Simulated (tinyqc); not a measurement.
From results back to parameters: metal-induced gap states at the contact of a metal chain and a two-band chain. Four cases, with inputs chosen for the exercise.

Problem. With gap states the barrier for electrons is phi = S (W - chi - p) + p, W being the work function of the metal, S the pinning factor and p the depth of the neutrality level below the conduction edge. The barriers for two metals come from hidden S and p, those of the chain and not of a measured contact.

Case 1.

Values chosen (out of a larger set: gap and optical dielectric constant near those of Si; the chain itself is a model; not measured data):
- W1 = 4.42 eV (work function of metal 1)
- W2 = 5.46 eV (of metal 2)
- chi = 4.13 eV (electron affinity)

barriers (eV): metal 1 0.45770, metal 2 0.82690

Case 2.

Values chosen (out of a larger set: gap and optical dielectric constant near those of GaN; the chain itself is a model; not measured data):
- W1 = 4.42 eV (work function of metal 1)
- W2 = 5.55 eV (of metal 2)
- chi = 3.94 eV (electron affinity)

barriers (eV): metal 1 0.76050, metal 2 1.51760

Case 3.

Values chosen (out of a larger set: gap and optical dielectric constant near those of GaN; the chain itself is a model; not measured data):
- W1 = 4.49 eV (work function of metal 1)
- W2 = 5.26 eV (of metal 2)
- chi = 3.95 eV (electron affinity)

barriers (eV): metal 1 0.97983, metal 2 1.33172

Case 4.

Values chosen (out of a larger set: gap and optical dielectric constant near those of GaAs; the chain itself is a model; not measured data):
- W1 = 4.19 eV (work function of metal 1)
- W2 = 5.33 eV (of metal 2)
- chi = 3.96 eV (electron affinity)

barriers (eV): metal 1 0.60398, metal 2 0.81716

Find: S, p (eV).

Solution. The slope of the barrier against W is S; then p = (phi1 - S (W1 - chi))/(1 - S).

Case 1.

S, p (eV): 0.355  0.550

Case 2.

S, p (eV): 0.670  1.330

Case 3.

S, p (eV): 0.457  1.350

Case 4.

S, p (eV): 0.187  0.690

Computed by tinyqc, one run a case: `OMP_NUM_THREADS=1 python tinyqc.py N N+1 out.jsonl` with N = 1450165, 1450245, 1450253, 1450462; one thread of a shared Intel(R) Xeon(R) Processor @ 2.30GHz, about 0.01 s a run at most.
